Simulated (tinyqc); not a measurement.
## Delay unit and parasitic delay from two ring oscillators

Problem. A ring of 51 inverters oscillates at 1/(2 x 51 d), with stage delay d = tau (h + p) for fan-out h. Find tau, p and the delay at fan-out 4.

frequencies of 51-stage ring oscillators with fan-out 2 and 6 (GHz): 0.36594906  0.17435269

Answer. d is a straight line in h with slope tau and intercept tau p.

tau = 7.36 ps
p = 1.64
delay at fan-out 4 = 41.5 ps

Numbers from tinyqc (`OMP_NUM_THREADS=1 python tinyqc.py 2082173 2082174 out.jsonl`; about 0.01 s on one thread of a shared Intel Xeon 2.30GHz).
